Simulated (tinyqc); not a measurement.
Worked calculation: Pariser-Parr-Pople SCF with singles CI, for the molecule [CH2+]c1cccnc1 (SMILES; centres numbered as the heavy atoms are written). Computed by tinyqc, a small Python program that keeps every step. Settings: charge = 1, gamma = MN, start = huckel, damping = 0.3, iteration cap = 90, excitations kept = 6. Command: `OMP_NUM_THREADS=1 python tinyqc.py 24706 24707 out.jsonl` (the two numbers bound the seeds that draw the settings). One thread of a shared host (Intel(R) Xeon(R) Processor @ 2.60GHz), about 0.01 s of CPU time with the checks. Later iterations appear only in the table of the cycle.

## PPP integrals

Centres (angstrom, eV; a flat drawing with bonds scaled to 1.40 angstrom):
```
centre          x          y  core charge z          W   gamma_rr
1C       2.400000   0.000000              1  11.160000  11.130000
2C       1.000000   0.000000              1  11.160000  11.130000
3C       0.300000   1.212000              1  11.160000  11.130000
4C      -1.100000   1.212000              1  11.160000  11.130000
5C      -1.800000   0.000000              1  11.160000  11.130000
6N      -1.100000  -1.212000              1  14.100000  12.300000
7C       0.300000  -1.212000              1  11.160000  11.130000
```

Resonance integrals (eV):
```
i  j       beta
1  2  -2.390000
2  3  -2.390000
3  4  -2.390000
4  5  -2.390000
5  6  -2.510000
6  7  -2.510000
7  2  -2.390000
```

Mataga-Nishimoto: gamma = 14.399645/(R + a), a = 2 x 14.399645/(gamma_rr + gamma_ss); H_rr = -W_r - sum_(s != r) z_s gamma_rs; H_rs = beta for bonds.

repulsion gamma_rs (eV):
```
           1C         2C         3C         4C         5C         6N         7C
1C  11.130000   5.345539   3.872515   2.881267   2.621087   2.919001   3.872515
2C   5.345539  11.130000   5.346287   3.872515   3.517455   3.940988   5.346287
3C   3.872515   5.346287  11.130000   5.345539   3.872515   3.574524   3.873196
4C   2.881267   3.872515   5.345539  11.130000   5.346287   3.941692   3.518103
5C   2.621087   3.517455   3.872515   5.346287  11.130000   5.477679   3.872515
6N   2.919001   3.940988   3.574524   3.941692   5.477679  12.300000   5.476893
7C   3.872515   5.346287   3.873196   3.518103   3.872515   5.476893  11.130000
```

core matrix H (eV):
```
            1C          2C          3C          4C          5C          6N          7C
1C  -32.671924   -2.390000    0.000000    0.000000    0.000000    0.000000    0.000000
2C   -2.390000  -38.529071   -2.390000    0.000000    0.000000    0.000000   -2.390000
3C    0.000000   -2.390000  -37.044576   -2.390000    0.000000    0.000000    0.000000
4C    0.000000    0.000000   -2.390000  -36.065404   -2.390000    0.000000    0.000000
5C    0.000000    0.000000    0.000000   -2.390000  -35.867538   -2.510000    0.000000
6N    0.000000    0.000000    0.000000    0.000000   -2.510000  -39.430778   -2.510000
7C    0.000000   -2.390000    0.000000    0.000000    0.000000   -2.510000  -37.119509
```

## Starting guess

pi electrons, sum of z_r less the charge = 6

Orbitals of the Hueckel matrix of the beta values.

P at the start:
```
           1C         2C         3C         4C         5C         6N         7C
1C   0.428571   0.635520   0.285714  -0.111782  -0.285714  -0.110411   0.285714
2C   0.635520   1.000000   0.523739   0.000000  -0.227736   0.000000   0.519566
3C   0.285714   0.523739   0.857143   0.706765   0.142857  -0.288660  -0.142857
4C  -0.111782   0.000000   0.706765   1.000000   0.631347   0.000000  -0.298980
5C  -0.285714  -0.227736   0.142857   0.631347   0.857143   0.637715   0.142857
6N  -0.110411   0.000000  -0.288660   0.000000   0.637715   1.000000   0.705553
7C   0.285714   0.519566  -0.142857  -0.298980   0.142857   0.705553   0.857143
```

## Iteration 1: Fock matrix

F_rr = H_rr + P_rr gamma_rr / 2 + sum_(s != r) P_ss gamma_rs; F_rs = H_rs - P_rs gamma_rs / 2; E = tr P (H + F) / 2 + core repulsion sum_(r<s) z_r z_s gamma_rs.

F (eV):
```
            1C          2C         3C         4C         5C          6N         7C
1C  -10.255874   -4.088599  -0.553216   0.161036   0.374441    0.161145  -0.553216
2C   -4.088599  -10.679598  -3.790028   0.000000   0.400525    0.000000  -3.778874
3C   -0.553216   -3.790028  -9.709396  -4.279019  -0.276608    0.515911   0.276657
4C    0.161036    0.000000  -4.279019  -9.271428  -4.077682    0.000000   0.525922
5C    0.374441    0.400525  -0.276608  -4.077682  -8.994197   -4.256598  -0.276608
6N    0.161145    0.000000   0.515911   0.000000  -4.256598  -11.693586  -4.442119
7C   -0.553216   -3.778874   0.276657   0.525922  -0.276608   -4.442119  -9.709396
```

pi energy = -83.083742 eV

## Iteration 1: orbitals and new P

Diagonalise F (the basis is taken as orthonormal) and form P = 2 sum c c over the lowest orbitals; 0.3 of the old P is kept.

orbital energies (eV): -18.484797  -16.060415  -14.762456  -8.853215  -5.439346  -4.600521  -2.112725

P after iteration 1:
```
           1C         2C         3C         4C         5C         6N         7C
1C   0.501232   0.689075   0.268187  -0.128611  -0.282047  -0.122618   0.299104
2C   0.689075   1.006671   0.491839  -0.000521  -0.203085  -0.012147   0.489320
3C   0.268187   0.491839   0.846066   0.721728   0.205186  -0.272221  -0.151163
4C  -0.128611  -0.000521   0.721728   0.971577   0.615354   0.010014  -0.286737
5C  -0.282047  -0.203085   0.205186   0.615354   0.771733   0.622081   0.117497
6N  -0.122618  -0.012147  -0.272221   0.010014   0.622081   1.114471   0.710287
7C   0.299104   0.489320  -0.151163  -0.286737   0.117497   0.710287   0.788250
```

## Iteration 2: Fock matrix

As before.

F (eV):
```
            1C          2C         3C         4C         5C          6N         7C
1C  -10.097161   -4.231738  -0.519280   0.185281   0.369635    0.178961  -0.579143
2C   -4.231738  -10.640969  -3.704756   0.001009   0.357171    0.023936  -3.698023
3C   -0.519280   -3.704756  -9.794337  -4.319013  -0.397294    0.486530   0.292743
4C    0.185281    0.001009  -4.319013  -9.501414  -4.034929   -0.019736   0.504386
5C    0.369635    0.357171  -0.397294  -4.034929  -9.090194   -4.213781  -0.227505
6N    0.178961    0.023936   0.486530  -0.019736  -4.213781  -11.747998  -4.455084
7C   -0.579143   -3.698023   0.292743   0.504386  -0.227505   -4.455084  -9.622443
```

pi energy = -83.302228 eV

## Iteration 2: orbitals and new P

As before.

orbital energies (eV): -18.481763  -16.034315  -14.927630  -8.703528  -5.455006  -4.670272  -2.222003

P after iteration 2:
```
           1C         2C         3C         4C         5C         6N         7C
1C   0.532498   0.713272   0.258762  -0.135333  -0.278308  -0.125120   0.303955
2C   0.713272   1.011916   0.475958  -0.001814  -0.193403  -0.018602   0.474945
3C   0.258762   0.475958   0.838779   0.729893   0.229768  -0.265058  -0.153239
4C  -0.135333  -0.001814   0.729893   0.964708   0.607574   0.010743  -0.279425
5C  -0.278308  -0.193403   0.229768   0.607574   0.737031   0.615406   0.113068
6N  -0.125120  -0.018602  -0.265058   0.010743   0.615406   1.158031   0.712213
7C   0.303955   0.474945  -0.153239  -0.279425   0.113068   0.712213   0.757038
```

## Convergence

Stop when output and input P, before any damping, agree to 1e-7.

Course of the cycle:
```
iteration        E (eV)  largest |P(out) - P(in)|
1          -83.08374154                  1.64e-01
2          -83.30222843                  6.22e-02
3          -83.38094214                  2.42e-02
4          -83.40754322                  9.71e-03
5          -83.41627893                  4.65e-03
6          -83.41910694                  2.32e-03
7          -83.42001584                  1.19e-03
8          -83.42030709                  6.29e-04
9          -83.42040046                  3.53e-04
10         -83.42043051                  2.23e-04
11         -83.42044024                  1.42e-04
...                 ...                       ...
19         -83.42044506                  4.96e-06
20         -83.42044506                  3.31e-06
21         -83.42044506                  2.22e-06
22         -83.42044506                  1.49e-06
23         -83.42044506                  1.00e-06
24         -83.42044506                  6.74e-07
25         -83.42044506                  4.54e-07
26         -83.42044506                  3.06e-07
27         -83.42044506                  2.07e-07
28         -83.42044506                  1.40e-07
29         -83.42044506                  9.44e-08
```

Converged in 29 iterations.

## Converged orbitals

Charges are z - P_rr.

orbital energies (eV): -18.488078  -16.023367  -15.038248  -8.598989  -5.486987  -4.713285  -2.295852

coefficients:
```
         MO1        MO2        MO3        MO4        MO5        MO6        MO7
1C  0.264463  -0.413499  -0.194739   0.725423   0.093085  -0.388109  -0.188740
2C  0.481559  -0.496674  -0.177780  -0.095941  -0.097245   0.534339   0.430848
3C  0.341038  -0.295695   0.459662  -0.380263   0.512233  -0.068690  -0.416255
4C  0.288943   0.058680   0.629125   0.040284  -0.394232  -0.412551   0.435924
5C  0.329671   0.405633   0.286160   0.394796  -0.204888   0.533598  -0.402892
6N  0.457299   0.563576  -0.258325   0.028623   0.524838  -0.141334   0.332082
7C  0.424923   0.096425  -0.418048  -0.402059  -0.496632  -0.290232  -0.377955
```

pi charges: 1C 0.442309, 2C -0.020381, 3C 0.169936, 4C 0.034540, 5C 0.289783, 6N -0.186944, 7C 0.270757

## Singles CI, singlets

Over the 6 single excitations with the smallest orbital gaps: A = (e_a - e_i) delta + 2 (ia|jb) - (ij|ab), with (pq|rs) = sum c_mp c_mq gamma_mn c_nr c_ns. f = 2/3 w |mu|^2 in atomic units, mu = sqrt2 sum c_ia sum_m c_mi c_ma R_m.

singlet CI matrix (eV):
```
           3>4        2>4        3>5        1>4        3>6        2>5
3>4   3.354578   0.398390  -0.076687   0.057084   0.055220   0.435922
2>4   0.398390   4.575020  -0.334208   0.080236  -0.141624  -0.048297
3>5  -0.076687  -0.334208   6.431129  -0.347599   0.221431  -0.295765
1>4   0.057084   0.080236  -0.347599   6.481521   0.043833   0.032762
3>6   0.055220  -0.141624   0.221431   0.043833   6.859260   0.445583
2>5   0.435922  -0.048297  -0.295765   0.032762   0.445583   7.103230
```

singlet excitation energies (eV): 3.186777  4.624770  5.978178  6.517530  6.993636  7.503846

oscillator strengths: 0.096139  0.714351  0.221032  0.037601  0.634648  0.812011

## Singles CI, triplets

Over the 6 single excitations with the smallest orbital gaps: A = (e_a - e_i) delta - (ij|ab), with (pq|rs) = sum c_mp c_mq gamma_mn c_nr c_ns.

triplet CI matrix (eV):
```
           3>4        2>4        3>5        1>4        3>6        2>5
3>4   1.969469  -0.263734   0.306311   0.311891  -0.430941  -0.053015
2>4  -0.263734   2.452094  -0.053015   0.698392   0.165855  -0.028472
3>5   0.306311  -0.053015   3.994962   0.757508  -0.395644   0.554320
1>4   0.311891   0.698392   0.757508   5.101656  -0.227397  -0.068638
3>6  -0.430941   0.165855  -0.395644  -0.227397   5.219703   0.027326
2>5  -0.053015  -0.028472   0.554320  -0.068638   0.027326   5.299947
```

triplet excitation energies (eV): 1.724720  2.369502  3.498179  5.096795  5.410605  5.938030
